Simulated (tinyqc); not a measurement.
Levels of description: finite square well with mass mismatch (envelope functions).

A square well of width L and depth V0, mass mw inside and mb outside, energies from the bottom of the well, c = hbar^2/2m0. k = sqrt(mw E/c), kappa = sqrt(mb (V0 - E)/c). psi and psi'/m are continuous at the walls (BenDaniel-Duke), so level n solves k L + 2 atan[(k/mw)/(kappa/mb)] = n pi.

Non-parabolic bands: mw is replaced by mw (1 + alpha_w E) and mb by mb (1 - alpha_b (V0 - E)), in k, kappa and the matching condition alike.

Constants: hbar^2/2m0 = 3.80998211 eV angstrom^2.

Inputs chosen for the exercise (near those of the heavy valleys of a Si film in SiO2; the results hold for these values, not for the real material):
- L = 36 angstrom (well width)
- V0 = 3.131 eV (barrier height)
- mw = 0.941 m0 (mass in the well)
- mb = 0.503 m0 (mass in the barrier)
- alpha_w = 0.53 1/eV (non-parabolicity in the well)
- alpha_b = 0.16 1/eV (non-parabolicity in the barrier)

The same well five ways. mb = mw: the barrier takes the mass of the well. psi' continuous: kappa holds mb but the condition drops the masses, k L + 2 atan(k/kappa) = n pi. The last column is measured against BenDaniel-Duke.

Cases:

| model |
|---|
| infinite walls |
| mb = mw |
| BenDaniel-Duke |
| psi' continuous |
| non-parabolic |

Rank the cases by E1, lowest first.

Answer: psi' continuous, mb = mw, BenDaniel-Duke, non-parabolic, infinite walls.

Levels (eV):

| model | E1 | E2 | E3 | E1 - E1(BDD) (meV) |
|---|---|---|---|---|
| infinite walls | 0.0308 | 0.1233 | 0.2775 | 2.7 |
| mb = mw | 0.0273 | 0.1090 | 0.2451 | -0.9 |
| BenDaniel-Duke | 0.0282 | 0.1126 | 0.2529 | 0.0 |
| psi' continuous | 0.0261 | 0.1046 | 0.2354 | -2.0 |
| non-parabolic | 0.0285 | 0.1095 | 0.2324 | 0.3 |

Hard walls put E1 2.7 meV too high. Ignoring the mass step moves it by -0.9 meV and the wrong matching by -2.0 meV: with mb/mw = 0.53, continuity of psi'/m lets the slope outside be 0.53 times the slope inside, which acts like a harder wall. Non-parabolicity shifts E1 by +0.3 meV, the balance of a heavier mass in the well, which lowers it, and a lighter mass deep in the barrier, which hardens the wall. Among the finite wells the largest departure in E1 is that of the model 'psi' continuous'.

Program tinyqc; command `OMP_NUM_THREADS=1 python tinyqc.py 1251743 1251744 out.jsonl`; about 0.01 s on one thread of a shared Intel(R) Xeon(R) Processor @ 2.30GHz.
